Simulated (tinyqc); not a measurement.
Series resistance and length offset from two lengths at two overdrives.

Problem. In strong inversion R W = Rsd + k(x)(L - dL), k(x) = (1 + th1 x)/(mu0 Cox x), x the overdrive, Cox = eps0 eox/tox, with Rsd and dL independent of x. Find dL, Rsd, mu0 and th1.

Values chosen for this exercise:
- eox = 24.4 (relative permittivity of the gate insulator (close to zirconium oxide))
- tox = 10 nm (insulator thickness)

Constants: eps0 = 8.8541878128e-14 F/cm where lengths are in cm. Results are converted to the units shown.

total resistance times width (ohm um):

|  | L = 0.084 um | L = 1.3 um |
|---|---|---|
| overdrive 0.54 V | 842.748539 | 7503.78935 |
| overdrive 1.21 V | 622.184206 | 3888.20945 |

Solution. At each overdrive R W is a straight line in L; the two lines cross at L = dL, R W = Rsd. Their slopes give k x = (1 + th1 x)/(mu0 Cox), a straight line in x.

dL = 0.005000 um
Rsd = 410.0 ohm um
mu0 = 170.0 cm^2/(V s)
th1 = 0.1600 1/V

tinyqc, about 0.01 s, one thread, Intel Xeon 2.30GHz (shared host): `OMP_NUM_THREADS=1 python tinyqc.py 2210068 2210069 out.jsonl`
